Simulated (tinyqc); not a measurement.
Inside a calculation. Method: plane-wave Kohn-Sham cycle with exchange-only LDA in a layered model solid. One step of it, computed by the program tinyqc.

Task: Iteration 1: potential. V_H(G) = 4 pi rho(G)/G^2 for G != 0 (uniform background); v_x = -(3 rho/pi)^(1/3); V = V_ext + V_H + v_x; Fourier components f(G_m) = (1/N) sum_j f(x_j) exp(-i G_m x_j).

A solid whose potential varies along x alone (atomic units):
```
parameter                      value
period a                   13.100000
cross-section of the cell  24.000000
electrons per cell                 2
grid points                       16
plane waves -n..n, n               2
k points                           4
V1 in V1 cos(2 pi x/a)     -0.600000
V2 in V2 cos(4 pi x/a)     -0.290000
```

density at the start, on the grid x_j = j a/N (e/bohr^3): 0.00636132  0.00636132  0.00636132  0.00636132  0.00636132  0.00636132  0.00636132  0.00636132  0.00636132  0.00636132  0.00636132  0.00636132  0.00636132  0.00636132  0.00636132  0.00636132

Give: Potentials on the grid; V(G_m), m = 0, 1, 2, ....

Result:

Potentials on the grid (hartree):
```
x          V_ext     V_H      v_x        V
0.0000   -0.8900  0.0000  -0.1825  -1.0725
0.8187   -0.7594  0.0000  -0.1825  -0.9419
1.6375   -0.4243  0.0000  -0.1825  -0.6067
2.4562   -0.0245  0.0000  -0.1825  -0.2070
3.2750    0.2900  0.0000  -0.1825   0.1075
4.0938    0.4347  0.0000  -0.1825   0.2522
4.9125    0.4243  0.0000  -0.1825   0.2418
5.7313    0.3493  0.0000  -0.1825   0.1668
6.5500    0.3100  0.0000  -0.1825   0.1275
7.3688    0.3493  0.0000  -0.1825   0.1668
8.1875    0.4243  0.0000  -0.1825   0.2418
9.0062    0.4347  0.0000  -0.1825   0.2522
9.8250    0.2900  0.0000  -0.1825   0.1075
10.6438  -0.0245  0.0000  -0.1825  -0.2070
11.4625  -0.4243  0.0000  -0.1825  -0.6067
12.2812  -0.7594  0.0000  -0.1825  -0.9419
```

V(G_m), m = 0, 1, 2, ... (hartree): -0.1825  -0.3000  -0.1450  0.0000  0.0000
